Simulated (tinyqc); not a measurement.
MOS capacitor on an n-type substrate, surface potential from the exact charge relation: one step of the calculation.

Uniform n-type substrate, Boltzmann statistics, full ionisation, classical densities. psi is the surface potential against the body (positive when the bands bend down) and u = -psi/Vt. Traps are spread evenly over the gap and neutral at flat band, so their charge is -q Dit psi; the minority quasi-Fermi level is shifted by Vb.

Problem. Flat band, threshold and scales. ni = sqrt(Nc Nv) exp(-Eg/(2 Vt)), Eg in volts; phiF = Vt ln(N/ni); Cox = eps0 eox/tox; Vfb = phiM - chi - Vt ln(Nc/N) - q Nf/Cox; Q0 = sqrt(2 eps0 eps_r q N Vt); r = (ni/N)^2 exp(-Vb/Vt); VT = Vfb - [(2 phiF + Vb)(1 + q Dit/Cox) + sqrt(2 eps0 eps_r q N (2 phiF + Vb))/Cox].

Values chosen for this exercise; band and dielectric values those of a made-up semiconductor: temperature T = 350 K; band gap Eg = 1.24 eV; relative permittivity eps_r = 9.18; conduction-band density of states at T Nc = 4.28e19 cm^-3; valence-band density of states at T Nv = 2.84e19 cm^-3; electron affinity chi = 3.7 eV; donor density of the substrate N = 8.3e17 cm^-3; relative permittivity of the gate insulator (close to silicon dioxide) eox = 3.9; insulator thickness tox = 10 nm; gate work function phiM = 4.81 eV; fixed charge at the interface, in units of q Nf = 0 cm^-2; density of interface traps Dit = 0 cm^-2 eV^-1; reverse bias of the inversion layer against the body Vb = 1.5 V.

Constants: q = 1.602176634e-19 C, kB = 1.380649e-23 J/K, Vt = kB T/q, eps0 = 8.8541878128e-14 F/cm where lengths are in cm. Results are converted to the units shown.

Wanted: ni; phiF; Cox; Vfb; Q0; r; VT.

Solution.

ni = 4.119e10 cm^-3
phiF = 0.5073 V
Cox = 0.3453 uF/cm^2
Vfb = 0.9911 V
Q0 = 80.75 nC/cm^2
r = 6.199e-37
VT = -3.659 V

Numbers from tinyqc (`OMP_NUM_THREADS=1 python tinyqc.py 2060030 2060031 out.jsonl`; about 0.01 s on one thread of a shared Intel Xeon 2.30GHz).
